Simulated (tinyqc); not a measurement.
Inside a calculation. Method: one-electron ion in a basis of Gaussians. One step of it, computed by the program tinyqc.

Problem. Matrices over normalised Gaussians. With p = a_i + a_j and I(k) = Gamma((k+1)/2) / (2 p^((k+1)/2)): S = I(2l+2), T = (2l+3) a_i a_j S / p, V = -Z I(2l+1), each divided by sqrt(S_ii S_jj).

exponents of r^l exp(-a r^2) (1/bohr^2): 0.349100  1.716000  8.434000

Z = 5

l = 1

Give: S; T; V.

Solution.

S:
```
        1       2       3
1  1.0000  0.4865  0.0954
2  0.4865  1.0000  0.4865
3  0.0954  0.4865  1.0000
```

T (hartree):
```
        1       2        3
1  0.8728  0.7056   0.1600
2  0.7056  4.2900   3.4686
3  0.1600  3.4686  21.0850
```

V (hartree):
```
         1        2         3
1  -3.1429  -2.6294   -1.0638
2  -2.6294  -6.9680   -5.8300
3  -1.0638  -5.8300  -15.4478
```
